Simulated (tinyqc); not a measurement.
Orbital energy against energy difference: ionisation energy by orbital energies and by energy differences in the 6-31g basis, for BeH2, spin multiplicity 1. Computed by the program tinyqc with PySCF. 

Geometry (angstrom):
```
atom       x        y       z
Be    0.0000   0.0000  0.0000
H     0.0000   1.3040  0.0000
H     0.0000  -1.3040  0.0000
```

CCSD(T) difference in the same basis = 11.6957 eV

IP-EOM-CCSD = 11.7331 eV

The cation is unrestricted; errors are against CCSD(T) in this basis, not against experiment.

First vertical ionisation energy (eV):
```
method     -e(HOMO)  E(cation) - E  error of -e(HOMO)  error of the difference
HF           12.271       11.49287              0.576                   -0.203
LDA           7.440       11.75528             -4.256                    0.060
PBE           7.466       11.77770             -4.230                    0.082
B3LYP         8.663       12.02941             -3.033                    0.334
PBE0          8.854       11.96355             -2.842                    0.268
CAM-B3LYP    10.351       12.12427             -1.345                    0.429
LC-wPBE      11.832       12.28131              0.136                    0.586
```

Koopmans errs by +0.58 eV and Delta-HF by -0.20 eV: relaxation, 0.78 eV, lowers the value and the missing correlation difference works against it. The PBE level is off by -4.2 eV through the wrong tail of its potential, though its energy difference is off by +0.08 eV; exact exchange deepens the level, and among the orbital energies LC-wPBE comes closest; among the differences LDA does.
